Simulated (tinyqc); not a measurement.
Inside a calculation (part 2 of 2). Method: CIS and TDHF on RHF in the sto-6g basis, for BeH2, spin multiplicity 1. Computed by tinyqc, a small Python program that keeps every step (integrals from PySCF). Command: `OMP_NUM_THREADS=1 python tinyqc.py 22172 22173 out.jsonl` (the two numbers bound the seeds that draw the settings). One thread of a shared host (Intel(R) Xeon(R) Processor @ 2.60GHz), about 0.1 s of CPU time with the checks.

Geometry (angstrom):
```
atom         x          y         z
Be    0.000000   0.000000  0.000000
H     0.000000   1.348000  0.005000
H     0.000000  -1.348000  0.005000
```

## CIS singlet states

CIS matrix A, singlet (hartree):
```
           1>4       1>5        1>6        1>7        2>4       2>5        2>6        2>7
1>4   4.261029  0.000000  -0.000690   0.000000   0.037521  0.000000   0.000242   0.000000
1>5   0.000000  4.261031   0.000000   0.000000   0.000000  0.037523   0.000000   0.000000
1>6  -0.000690  0.000000   4.612301   0.000000   0.000251  0.000000  -0.002598   0.000000
1>7   0.000000  0.000000   0.000000   4.978775   0.000000  0.000000   0.000000   0.023093
2>4   0.037521  0.000000   0.000251   0.000000   0.395121  0.000000  -0.000343   0.000000
2>5   0.000000  0.037523   0.000000   0.000000   0.000000  0.395124   0.000000   0.000000
2>6   0.000242  0.000000  -0.002598   0.000000  -0.000343  0.000000   0.670928   0.000000
2>7   0.000000  0.000000   0.000000   0.023093   0.000000  0.000000   0.000000   1.065395
3>4   0.000000  0.000000   0.000000   0.000051   0.000000  0.000000   0.000000   0.000177
3>5   0.000000  0.000000   0.000000   0.000000   0.000000  0.000000   0.000000   0.000000
3>6   0.000000  0.000000   0.000000  -0.014332   0.000000  0.000000   0.000000  -0.019612
3>7   0.000059  0.000000  -0.017886   0.000000  -0.000170  0.000000   0.004955   0.000000

           3>4       3>5        3>6        3>7
1>4   0.000000  0.000000   0.000000   0.000059
1>5   0.000000  0.000000   0.000000   0.000000
1>6   0.000000  0.000000   0.000000  -0.017886
1>7   0.000051  0.000000  -0.014332   0.000000
2>4   0.000000  0.000000   0.000000  -0.000170
2>5   0.000000  0.000000   0.000000   0.000000
2>6   0.000000  0.000000   0.000000   0.004955
2>7   0.000177  0.000000  -0.019612   0.000000
3>4   0.303522  0.000000  -0.000585   0.000000
3>5   0.000000  0.303524   0.000000   0.000000
3>6  -0.000585  0.000000   0.633224   0.000000
3>7   0.000000  0.000000   0.000000   1.062598
```

dipole integrals <i|r|a> (bohr):
```
            x          y          z
1>4  0.000000   0.000000   0.146401
1>5  0.146404   0.000000   0.000000
1>6  0.000000   0.000000   0.000956
1>7  0.000000   0.133804   0.000000
2>4  0.000000   0.000000   0.962847
2>5  0.962853   0.000000   0.000000
2>6  0.000000   0.000000   0.002504
2>7  0.000000  -0.601171   0.000000
3>4  0.000000   0.003297   0.000000
3>5  0.000000   0.000000   0.000000
3>6  0.000000  -1.132501   0.000000
3>7  0.000000   0.000000  -0.007086
```

Diagonalise A (1 hartree = 27.211386 eV); each vector has its largest component positive (the first on a tie). The transition dipole is mu = sqrt2 sum c_ia <i|r|a>.

singlet excitation energies (eV): 8.259230  8.259318  10.741861  10.741973  17.205653  18.255156  28.914007  29.011137  115.958382  115.958480  125.509633  135.484373

lowest vectors:
```
       state 1   state 2    state 3    state 4    state 5    state 6
1>4   0.000000  0.000000  -0.009704   0.000000   0.000000  -0.000054
1>5   0.000000  0.000000   0.000000  -0.009705   0.000000   0.000000
1>6   0.000000  0.000000  -0.000059   0.000000   0.000000   0.000602
1>7  -0.000005  0.000000   0.000000   0.000000   0.003055   0.000000
2>4   0.000000  0.000000   0.999952   0.000000   0.000000  -0.001242
2>5   0.000000  0.000000   0.000000   0.999953   0.000000   0.000000
2>6   0.000000  0.000000   0.001245   0.000000   0.000000   0.999919
2>7  -0.000187  0.000000   0.000000   0.000000   0.045074   0.000000
3>4   0.999998  0.000000   0.000000   0.000000  -0.001752   0.000000
3>5   0.000000  1.000000   0.000000   0.000000   0.000000   0.000000
3>6   0.001762  0.000000   0.000000   0.000000   0.998977   0.000000
3>7   0.000000  0.000000   0.000244   0.000000   0.000000  -0.012620
```

oscillator strengths 2/3 w |mu|^2: 0.000001  0.000000  0.486473  0.486484  1.130588  0.000002

Within a degenerate level the vectors are fixed only up to a rotation; this is one choice.

## TDHF (RPA) singlet states

Two-electron integrals over orbitals (pq|rs), unique and non-zero (hartree):
```
(11|11) 2.280496    (21|11) -0.197473   (21|21) 0.026757    (22|11) 0.486458
(22|21) -0.006477   (22|22) 0.396863    (31|31) 0.005996    (32|31) 0.013731
(32|32) 0.165104    (33|11) 0.455575    (33|21) -0.002419   (33|22) 0.410347
(33|33) 0.433356    (41|11) 0.001459    (41|21) -0.000181   (41|22) 0.000129
(41|33) 0.000072    (41|41) 0.016047    (42|11) -0.000587   (42|21) 0.000063
(42|22) 0.000381    (42|33) 0.000365    (42|41) 0.015026    (42|42) 0.048694
(43|31) -4.02e-06   (43|32) 0.000404    (43|43) 0.014470    (44|11) 0.570048
(44|21) -0.007470   (44|22) 0.367389    (44|33) 0.355066    (44|41) -0.000192
(44|42) -0.000878   (44|44) 0.450122    (51|51) 0.016046    (52|51) 0.015027
(52|52) 0.048694    (53|53) 0.014469    (54|51) -0.000118   (54|52) -0.000308
(54|54) 0.024260    (55|11) 0.570050    (55|21) -0.007469   (55|22) 0.367392
(55|33) 0.355067    (55|41) 0.000044    (55|42) -0.000261   (55|44) 0.401600
(55|55) 0.450117    (61|11) -0.192872   (61|21) 0.026942    (61|22) -0.006963
(61|33) -0.003787   (61|41) -0.000087   (61|42) 0.000137    (61|44) -0.004739
(61|55) -0.004737   (61|61) 0.027383    (62|11) 0.119732    (62|21) -0.007047
(62|22) -0.024191   (62|33) -0.046702   (62|41) 0.000133    (62|42) -0.000099
(62|44) 0.054224    (62|55) 0.054230    (62|61) -0.004936   (62|62) 0.078713
(63|31) -0.002190   (63|32) -0.094151   (63|43) -0.000329   (63|63) 0.082888
(64|11) 0.000516    (64|21) 0.000023    (64|22) 0.000144    (64|33) -0.000074
(64|41) 0.016416    (64|42) 0.047375    (64|44) -0.000256   (64|55) 0.000185
(64|61) 0.000130    (64|62) 0.000697    (64|64) 0.051449    (65|51) 0.016417
(65|52) 0.047382    (65|54) -0.000221   (65|65) 0.051455    (66|11) 0.486128
(66|21) -0.007273   (66|22) 0.396301    (66|33) 0.406879    (66|41) 0.000301
(66|42) 0.000893    (66|44) 0.368393    (66|55) 0.368402    (66|61) -0.007098
(66|62) -0.032351   (66|64) 0.000614    (66|66) 0.411293    (71|31) 0.011284
(71|32) 0.020149    (71|43) -0.000025   (71|63) -0.001581   (71|71) 0.021651
(72|31) 0.003601    (72|32) -0.045065   (72|43) -0.000392   (72|63) 0.061870
(72|71) 0.007336    (72|72) 0.057632    (73|11) 0.141294    (73|21) -0.004769
(73|22) -0.006180   (73|33) -0.021033   (73|41) -0.000021   (73|42) -0.000566
(73|44) 0.060188    (73|55) 0.060188    (73|61) -0.003358   (73|62) 0.074153
(73|64) 0.000234    (73|66) -0.024438   (73|73) 0.083251    (74|31) -0.000101
(74|32) -0.000962   (74|43) 0.013732    (74|63) 0.000558    (74|71) -0.000167
(74|72) 0.000145    (74|74) 0.016524    (75|53) 0.013734    (75|75) 0.016518
(76|31) 0.011171    (76|32) 0.143352    (76|43) 0.000457    (76|63) -0.094066
(76|71) 0.016681    (76|72) -0.055472   (76|74) -0.000833   (76|76) 0.140434
(77|11) 0.575542    (77|21) -0.008421   (77|22) 0.427022    (77|33) 0.445583
(77|41) 0.000032    (77|42) 0.000071    (77|44) 0.390167    (77|55) 0.390165
(77|61) -0.008602   (77|62) -0.034855   (77|64) -0.000260   (77|66) 0.435592
(77|73) -0.010489   (77|77) 0.487304
```

B(ia,jb) = 2 (ia|jb) - (ib|ja); the squared energies are the eigenvalues of (A - B)(A + B); 1 hartree = 27.211386 eV.

TDHF matrix B, singlet (hartree):
```
           1>4       1>5        1>6        1>7        2>4       2>5        2>6        2>7
1>4   0.016047  0.000000  -0.000087   0.000000   0.015026  0.000000   0.000128   0.000000
1>5   0.000000  0.016046   0.000000   0.000000   0.000000  0.015027   0.000000   0.000000
1>6  -0.000087  0.000000   0.027383   0.000000   0.000142  0.000000  -0.004936   0.000000
1>7   0.000000  0.000000   0.000000   0.021651   0.000000  0.000000   0.000000   0.007336
2>4   0.015026  0.000000   0.000142   0.000000   0.048694  0.000000  -0.000099   0.000000
2>5   0.000000  0.015027   0.000000   0.000000   0.000000  0.048694   0.000000   0.000000
2>6   0.000128  0.000000  -0.004936   0.000000  -0.000099  0.000000   0.078713   0.000000
2>7   0.000000  0.000000   0.000000   0.007336   0.000000  0.000000   0.000000   0.057632
3>4   0.000000  0.000000   0.000000  -0.000028   0.000000  0.000000   0.000000  -0.000219
3>5   0.000000  0.000000   0.000000   0.000000   0.000000  0.000000   0.000000   0.000000
3>6   0.000000  0.000000   0.000000   0.000196   0.000000  0.000000   0.000000   0.049587
3>7  -0.000017  0.000000  -0.005134   0.000000  -0.000739  0.000000   0.086436   0.000000

           3>4       3>5        3>6        3>7
1>4   0.000000  0.000000   0.000000  -0.000017
1>5   0.000000  0.000000   0.000000   0.000000
1>6   0.000000  0.000000   0.000000  -0.005134
1>7  -0.000028  0.000000   0.000196   0.000000
2>4   0.000000  0.000000   0.000000  -0.000739
2>5   0.000000  0.000000   0.000000   0.000000
2>6   0.000000  0.000000   0.000000   0.086436
2>7  -0.000219  0.000000   0.049587   0.000000
3>4   0.014470  0.000000  -0.000329   0.000000
3>5   0.000000  0.014469   0.000000   0.000000
3>6  -0.000329  0.000000   0.082888   0.000000
3>7   0.000000  0.000000   0.000000   0.083251
```

squared energies w^2 (hartree^2): 0.091916  0.091918  0.153450  0.153453  0.390376  0.438146  1.112900  1.130952  18.158764  18.158794  21.273325  24.789469

TDHF energies from the positive w^2 (eV): 8.249838  8.249929  10.659425  10.659544  17.001690  18.011915  28.706406  28.938286  115.956154  115.956252  125.507118  135.482836

## CIS matrix, triplets

orbital energies (hartree): MO1 -4.590242, MO2 -0.456381, MO3 -0.420907, MO4 0.208741, MO5 0.208748, MO6 0.453421, MO7 0.920772

A(ia,jb) = (e_a - e_i) d_ij d_ab - (ij|ab).

CIS matrix A, triplet (hartree):
```
           1>4       1>5        1>6        1>7        2>4       2>5        2>6        2>7
1>4   4.228936  0.000000  -0.000516   0.000000   0.007470  0.000000  -0.000023   0.000000
1>5   0.000000  4.228939   0.000000   0.000000   0.000000  0.007469   0.000000   0.000000
1>6  -0.000516  0.000000   4.557536   0.000000  -0.000023  0.000000   0.007273   0.000000
1>7   0.000000  0.000000   0.000000   4.935472   0.000000  0.000000   0.000000   0.008421
2>4   0.007470  0.000000  -0.000023   0.000000   0.297733  0.000000  -0.000144   0.000000
2>5   0.000000  0.007469   0.000000   0.000000   0.000000  0.297737   0.000000   0.000000
2>6  -0.000023  0.000000   0.007273   0.000000  -0.000144  0.000000   0.513502   0.000000
2>7   0.000000  0.000000   0.000000   0.008421   0.000000  0.000000   0.000000   0.950130
3>4   0.000000  0.000000   0.000000   0.000101   0.000000  0.000000   0.000000   0.000962
3>5   0.000000  0.000000   0.000000   0.000000   0.000000  0.000000   0.000000   0.000000
3>6   0.000000  0.000000   0.000000  -0.011171   0.000000  0.000000   0.000000  -0.143352
3>7   0.000101  0.000000  -0.011171   0.000000   0.000962  0.000000  -0.143352   0.000000

          3>4       3>5        3>6        3>7
1>4  0.000000  0.000000   0.000000   0.000101
1>5  0.000000  0.000000   0.000000   0.000000
1>6  0.000000  0.000000   0.000000  -0.011171
1>7  0.000101  0.000000  -0.011171   0.000000
2>4  0.000000  0.000000   0.000000   0.000962
2>5  0.000000  0.000000   0.000000   0.000000
2>6  0.000000  0.000000   0.000000  -0.143352
2>7  0.000962  0.000000  -0.143352   0.000000
3>4  0.274582  0.000000   0.000074   0.000000
3>5  0.000000  0.274587   0.000000   0.000000
3>6  0.000074  0.000000   0.467449   0.000000
3>7  0.000000  0.000000   0.000000   0.896096
```

## CIS triplet states

Diagonalise A (1 hartree = 27.211386 eV); each vector has its largest component positive (the first on a tie).

triplet excitation energies (eV): 7.471702  7.471897  8.101301  8.101438  11.648350  12.673620  25.682192  26.924704  115.075568  115.075691  124.018214  134.302325

lowest vectors:
```
       state 1   state 2    state 3    state 4   state 5    state 6
1>4   0.000000  0.000000  -0.001900   0.000000  0.000000  -0.000005
1>5   0.000000  0.000000   0.000000  -0.001900  0.000000   0.000000
1>6   0.000000  0.000000   0.000001   0.000000  0.000000  -0.000824
1>7  -0.000022  0.000000   0.000000   0.000000  0.001895   0.000000
2>4   0.000000  0.000000   0.999997   0.000000  0.000000   0.000994
2>5   0.000000  0.000000   0.000000   0.999998  0.000000   0.000000
2>6   0.000000  0.000000  -0.000475   0.000000  0.000000   0.948754
2>7  -0.001787  0.000000   0.000000   0.000000  0.264755   0.000000
3>4   0.999997  0.000000   0.000000   0.000000  0.002124   0.000000
3>5   0.000000  1.000000   0.000000   0.000000  0.000000   0.000000
3>6  -0.001712  0.000000   0.000000   0.000000  0.964312   0.000000
3>7   0.000000  0.000000  -0.001721   0.000000  0.000000   0.316013
```

Within a degenerate level the vectors are fixed only up to a rotation; this is one choice.

## TDHF (RPA) triplet states

B(ia,jb) = - (ib|ja); the squared energies are the eigenvalues of (A - B)(A + B); 1 hartree = 27.211386 eV.

TDHF matrix B, triplet (hartree):
```
           1>4        1>5        1>6        1>7        2>4        2>5        2>6        2>7
1>4  -0.016047   0.000000   0.000087   0.000000  -0.015026   0.000000  -0.000137   0.000000
1>5   0.000000  -0.016046   0.000000   0.000000   0.000000  -0.015027   0.000000   0.000000
1>6   0.000087   0.000000  -0.027383   0.000000  -0.000133   0.000000   0.004936   0.000000
1>7   0.000000   0.000000   0.000000  -0.021651   0.000000   0.000000   0.000000  -0.007336
2>4  -0.015026   0.000000  -0.000133   0.000000  -0.048694   0.000000   0.000099   0.000000
2>5   0.000000  -0.015027   0.000000   0.000000   0.000000  -0.048694   0.000000   0.000000
2>6  -0.000137   0.000000   0.004936   0.000000   0.000099   0.000000  -0.078713   0.000000
2>7   0.000000   0.000000   0.000000  -0.007336   0.000000   0.000000   0.000000  -0.057632
3>4   0.000000   0.000000   0.000000   0.000021   0.000000   0.000000   0.000000   0.000566
3>5   0.000000   0.000000   0.000000   0.000000   0.000000   0.000000   0.000000   0.000000
3>6   0.000000   0.000000   0.000000   0.003358   0.000000   0.000000   0.000000  -0.074153
3>7   0.000025   0.000000   0.001581   0.000000   0.000392   0.000000  -0.061870   0.000000

           3>4        3>5        3>6        3>7
1>4   0.000000   0.000000   0.000000   0.000025
1>5   0.000000   0.000000   0.000000   0.000000
1>6   0.000000   0.000000   0.000000   0.001581
1>7   0.000021   0.000000   0.003358   0.000000
2>4   0.000000   0.000000   0.000000   0.000392
2>5   0.000000   0.000000   0.000000   0.000000
2>6   0.000000   0.000000   0.000000  -0.061870
2>7   0.000566   0.000000  -0.074153   0.000000
3>4  -0.014470   0.000000   0.000329   0.000000
3>5   0.000000  -0.014469   0.000000   0.000000
3>6   0.000329   0.000000  -0.082888   0.000000
3>7   0.000000   0.000000   0.000000  -0.083251
```

squared energies w^2 (hartree^2): 0.075184  0.075189  0.086240  0.086243  0.167002  0.201573  0.885325  0.974070  17.883326  17.883364  20.770784  24.358775

TDHF energies from the positive w^2 (eV): 7.461277  7.461517  7.991058  7.991213  11.120184  12.217074  25.603665  26.856268  115.073365  115.073488  124.015826  134.300734
